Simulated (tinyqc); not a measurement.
# MOSFET in saturation, small-signal circuit and noise: what changes with what

Bias by the inversion coefficient IC = I/Ispec (charge-based model with velocity saturation; weak inversion below 0.1, strong above 10). Common-source circuit: gm, gds, Cgs, Cgd and Cj at the inner nodes, Rg in series with the gate; quasi-static, no source or drain resistance, no gate-body capacitance, no substrate network, no induced gate noise, so fmax is an upper estimate.

Parameters, values chosen for the exercise: temperature T = 300 K; gate length L = 28 nm; total gate width W = 80 um; gate capacitance Cox = 1.32 uF/cm^2; mobility mu = 290 cm^2/(V s); slope factor n = 1.3; velocity-saturation length Ls = 15 nm; ratio gds/gm sg = 0.15; overlap and fringe capacitance per side Cov = 0.32 fF/um; drain junction capacitance Cj = 0.67 fF/um; sheet resistance of the gate Rsh = 10 ohm; finger width Wf = 4 um; gate contact and vertical resistance Rc = 200 ohm um; inversion coefficient IC = 1.5; short-channel excess of the noise factor gw = 0.08; oxide trap density Nt = 1.5e17 cm^-3 eV^-1; tunnelling length into the oxide lt = 0.1 nm; Coulomb scattering coefficient ac = 3000 V s/C.

Constants: q = 1.602176634e-19 C, kB = 1.380649e-23 J/K, Vt = kB T/q. Results are converted to the units shown.

Each table varies one quantity; the others keep the values above.

## Effect of the total gate width on speed and noise

Ispec = 2 n mu Cox (W/L) Vt^2, lc = Ls/L, gms = [sqrt((lc IC + 1)^2 + 4 IC) - 1]/[2 + lc (lc IC + 1)], gm = gms Ispec/(n Vt), gds = sg gm. qs = [sqrt(1 + 4 IC) - 1]/2, Cgs = Cox W L qs (2 qs + 3)/(3 (qs + 1)^2) + Cov W, Cgd = Cov W, Cd = Cj W, Rg = Rsh (Wf/L)/(12 Nf) + Rc/W with Nf = W/Wf fingers (not rounded) contacted at both ends. fT = gm/(2 pi (Cgs + Cgd)), fmax = fT/(2 sqrt(Rg (gds + 2 pi fT Cgd))). Channel noise Sid = 4 kB T gam n gm with gam = (1/2 + (2/3) qs)/(1 + qs) + gw lc IC, qs = [sqrt(1 + 4 IC) - 1]/2, lc = Ls/L (the last term an empirical rise with velocity saturation); at the gate, white noise Sw = Sid/gm^2 + 4 kB T Rg. Number fluctuation with correlated mobility: S(f) = K/f, K = q^2 Vt lt Nt/(W L Cox^2) (1 + ac mu Cox I/gm)^2, Vt in eV with Nt per eV. Corner fc = K/Sw. IC is held fixed.

The same in every row: fT (GHz) = 99.07; fmax (GHz) = 115.5; fc (MHz) = 60.69.

Result of one run:

| W (um) | I (uA) | Rg (ohm) | sqrt(Sw) (nV/Hz^0.5) |
|---|---|---|---|
| 20 | 712.7 | 33.81 | 1.406 |

What becomes of these results when the total gate width W is changed from 20 to 43 um, all else the same?

Result of the changed run:

| W (um) | I (uA) | Rg (ohm) | sqrt(Sw) (nV/Hz^0.5) |
|---|---|---|---|
| 43 | 1532 | 15.73 | 0.9586 |

The whole series:

| W (um) | I (uA) | Rg (ohm) | sqrt(Sw) (nV/Hz^0.5) |
|---|---|---|---|
| 2 | 71.27 | 338.1 | 4.445 |
| 4.3 | 153.2 | 157.3 | 3.031 |
| 9.3 | 331.4 | 72.71 | 2.061 |
| 20 | 712.7 | 33.81 | 1.406 |
| 43 | 1532 | 15.73 | 0.9586 |
| 93 | 3314 | 7.271 | 0.6518 |
| 200 | 7127 | 3.381 | 0.4445 |

As W goes from 2 to 200 um, fT stays at 99.1 GHz, fmax stays at 115 GHz, the white noise falls from 4.44 to 0.444 nV/Hz^0.5 and the corner stays at 60.7 MHz. Current, gm and capacitances scale with W and Rg with 1/W, so the frequencies stay while both noise powers fall as 1/W.

## Effect of the finger width on speed and noise

Same model as above.

Corner fc = K/Sw. IC is held fixed.

The same in every row: I (uA) = 2850.7; fT (GHz) = 99.065.

Effect of the finger width on speed and noise:

| Wf (um) | Rg (ohm) | fmax (GHz) | sqrt(Sw) (nV/Hz^0.5) | fc (MHz) |
|---|---|---|---|---|
| 0.25 | 2.5233 | 211.32 | 0.62901 | 75.760 |
| 0.5 | 2.5930 | 208.46 | 0.62992 | 75.539 |
| 1 | 2.8720 | 198.08 | 0.63358 | 74.670 |
| 2 | 3.9881 | 168.09 | 0.64801 | 71.381 |
| 4 | 8.4524 | 115.46 | 0.70277 | 60.691 |
| 8 | 26.310 | 65.444 | 0.88867 | 37.955 |

What does the comparison show?

As Wf goes from 0.25 to 8 um, fT stays at 99.1 GHz, fmax falls from 211 to 65.4 GHz, the white noise rises from 0.629 to 0.889 nV/Hz^0.5 and the corner falls from 75.8 to 38.0 MHz. The finger width leaves fT alone and acts through Rg, whose sheet part goes as Wf^2.

## Effect of the inversion coefficient on speed and noise

Same model as above.

Corner fc = K/Sw. IC is held fixed.

The same in every row: Rg (ohm) = 8.452.

Results:

| IC | I (uA) | fT (GHz) | fmax (GHz) | sqrt(Sw) (nV/Hz^0.5) | fc (MHz) |
|---|---|---|---|---|---|
| 0.03 | 57.01 | 4.997 | 26.54 | 2.610 | 4.050 |
| 0.3 | 570.1 | 36.16 | 70.67 | 1.026 | 26.73 |
| 1 | 1900 | 79.46 | 103.7 | 0.7540 | 51.51 |
| 3 | 5701 | 136.4 | 134.9 | 0.6484 | 75.82 |
| 10 | 1.900e4 | 196.4 | 160.9 | 0.6414 | 98.71 |
| 30 | 5.701e4 | 225.7 | 171.9 | 0.7508 | 126.1 |

Estimate the missing row, IC = 0.1.

Computed row:

| IC | I (uA) | fT (GHz) | fmax (GHz) | sqrt(Sw) (nV/Hz^0.5) | fc (MHz) |
|---|---|---|---|---|---|
| 0.1 | 190.0 | 14.98 | 45.78 | 1.534 | 11.80 |

With this row back in the table: As IC goes from 0.03 to 30, fT rises from 5.00 to 226 GHz, fmax rises from 26.5 to 172 GHz, the white noise goes from 2.61 through a minimum of 0.641 (at IC = 10 among the rows listed) to 0.751 nV/Hz^0.5 and the corner rises from 4.05 to 126 MHz. At IC = 0.03 fmax exceeds 4 fT, where channel resistance and substrate losses, left out here, would cap it.

## Gains against frequency

Inner admittances at w = 2 pi f: y11 = i w (Cgs + Cgd), y12 = -i w Cgd, y21 = gm - i w Cgd, y22 = gds + i w (Cgd + Cd). Invert to Z, add Rg to Z11 and invert back to Y. |h21| = |Y21/Y11|; U = |Y21 - Y12|^2/(4 [Re Y11 Re Y22 - Re Y12 Re Y21]). MSG = |Y21/Y12|; stability factor k = [2 Re Y11 Re Y22 - Re(Y12 Y21)]/|Y12 Y21|.

The same in every row: f sqrt(U) (GHz) = 115.5.

Result of one run:

| f (GHz) | \|h21\| (dB) | U (dB) | MSG (dB) | k |
|---|---|---|---|---|
| 79 | 2.406 | 3.296 | 5.082 | 0.9920 |

What becomes of these results when the signal frequency f is changed from 79 to 0.99 GHz, all else the same?

Result of the changed run:

| f (GHz) | \|h21\| (dB) | U (dB) | MSG (dB) | k |
|---|---|---|---|---|
| 0.99 | 40.01 | 41.34 | 23.88 | 0.01308 |

The whole series:

| f (GHz) | \|h21\| (dB) | U (dB) | MSG (dB) | k |
|---|---|---|---|---|
| 0.99 | 40.01 | 41.34 | 23.88 | 0.01308 |
| 1.9 | 34.34 | 35.67 | 21.05 | 0.02510 |
| 3.5 | 29.04 | 30.37 | 18.40 | 0.04623 |
| 6.5 | 23.66 | 24.99 | 15.71 | 0.08583 |
| 12 | 18.35 | 19.67 | 13.05 | 0.1583 |
| 23 | 12.72 | 14.01 | 10.24 | 0.3024 |
| 42 | 7.582 | 8.784 | 7.670 | 0.5466 |
| 79 | 2.406 | 3.296 | 5.082 | 0.9920 |

Over the table |h21| falls by 19.8 dB a decade, U by 20.0 and MSG by 9.88. The product f sqrt(U) stays at 115 GHz, against fmax = 115 GHz from the formula. k stays below one in all rows, so the device is only conditionally stable.

Computed by the program tinyqc: `OMP_NUM_THREADS=1 python tinyqc.py 2150141 2150142 out.jsonl`, one thread of a shared Intel Xeon 2.30GHz, about 0.01 s for the whole run.
